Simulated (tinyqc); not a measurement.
Inside a calculation. Model: resonant-tunnelling diode, transfer matrices and Tsu-Esaki current.

Computed by the program tinyqc: `OMP_NUM_THREADS=1 python tinyqc.py 2600025 2600026 out.jsonl`, one thread of a shared Intel Xeon 2.30GHz, about 0.1 s for the whole run. Printed values are rounded.

Emitter (band edge 0), barrier d1, well Lw, barrier d2, spacer ds, collector (edge -V). The bias drops linearly over these layers and none in the contacts; each layer is cut into ns equal slices, flat at the value of their centres. E is the energy of motion across the layers, C = hbar^2/(2 m0), psi and psi'/m are continuous. Transport is coherent, T(E) is taken as independent of the transverse momentum, and charge in the well is ignored.

Parameters, values chosen for the exercise; masses and offsets of a made-up heterostructure: temperature T = 77 K; mass in the well, spacer and contacts mw = 0.03 m0; barrier height U1 = 0.21 eV; barrier mass m1 = 0.067 m0; emitter barrier d1 = 4.8 nm; well width Lw = 12.2 nm; collector barrier d2 = 4.8 nm; slices in each layer ns = 2; undoped spacer after the collector barrier ds = 2.3 nm; Fermi energy of both contacts above their band edges Ef = 0.023 eV; bias of the collector V = 0.024 V; trial energy E = 0.02196 eV.

Constants: q = 1.602176634e-19 C, kB = 1.380649e-23 J/K, hbar = 1.054571817e-34 J s, m0 = 9.1093837015e-31 kg, Vt = kB T/q, hbar^2/(2 m0) = 0.0380998212 eV nm^2. Results are converted to the units shown.

## Slices under bias

U = edge of the layer - V x/Lt at the centre x of each slice, Lt the summed thickness.

```
slice      U (eV)  m (m0)  width (nm)
0       0.2088050   0.067         2.4
1       0.2064149   0.067         2.4
2      -0.0078174    0.03         6.1
3      -0.0138921    0.03         6.1
4       0.1918755   0.067         2.4
5       0.1894855   0.067         2.4
6      -0.0222822    0.03        1.15
7      -0.0234274    0.03        1.15
```

## Running product of the slice matrices at the trial energy

For the pair (psi, psi'/m) a flat layer has M = [[cos kd, (m/k) sin kd], [-(k/m) sin kd, cos kd]] with k = sqrt(m (E - U)/C) above its edge U, and M = [[cosh Kd, (m/K) sinh Kd], [(K/m) sinh Kd, cosh Kd]] with K = sqrt(m (U - E)/C) below it. Later slices stand to the left. With M acting on (psi, psi'/m) and v = k/m in each lead, T(E) = 4 vL vR/[(vL vR M12 - M21)^2 + (vR M11 + vL M22)^2]. vL = sqrt(mw E/C)/mw, vR = sqrt(mw (E + V)/C)/mw.

Product after each layer:
```
                 M11   M12 (nm)  M21 (1/nm)        M22
barrier d1  7.817790  0.9066032    65.93387   7.774045
well        8.892036   1.053247   -68.26964  -7.973968
barrier d2  4.196375  0.5910358    23.73889   3.581790
spacer      5.400720  0.7765970    10.54069   1.700860
```

T(E) = 0.05974009

## Transmission at three energies near the peak

three energies (eV): 0.022436  0.022636  0.022836

The same product at each energy.

T(E) at these energies: 0.4580387  0.9091142  0.3572573

## Breit-Wigner parameters from a parabola through 1/T(E)

Near a resonance 1/T(E) = (1/Tp) [1 + (2 (E - Er)/G)^2]. With y = 1/T(E) at E0 - h, E0, E0 + h: a = (y1 + y3 - 2 y2)/(2 h^2), b = (y3 - y1)/(2 h), Er = E0 - b/(2 a), 1/Tp = y2 - b^2/(4 a), G = 2 sqrt(1/(Tp a)), tau = hbar/G.

Er = 0.02261386 eV
Tp = 0.9234198
G = 0.3529125 meV
tau = 1865.085 fs

The true maximum of T(E) lies at 0.022612 eV with height 0.9255 and full width 0.3516 meV; the fitted G is 0.38 % above that width.

## Current from the resonance alone

J = J0 times the integral over E > 0 of T(E) N(E), N = ln[(1 + exp((Ef - E)/Vt))/(1 + exp((Ef - V - E)/Vt))], J0 = q^2 mw m0 kB T/(2 pi^2 hbar^3) (times 1e-4 for A/cm^2 per eV). For a sharp resonance J = J0 (pi G/2) Tp N(Er), with Er the peak energy, Tp the peak transmission and G the full width at half maximum (in eV). The three values given are estimates from a parabola through three points of 1/T(E).

J0 = 3.221416e6 A/(cm^2 eV)
N(Er) = 0.6945921
J = 1.145415 kA/cm^2

The full integral over T(E) gives 1.133 kA/cm^2; the value above is 1.1 % above it. With the exact position, height and width of the peak (Er = 0.022612 eV, Tp = 0.9255, G = 0.3516 meV) the formula is 0.94 % above it.
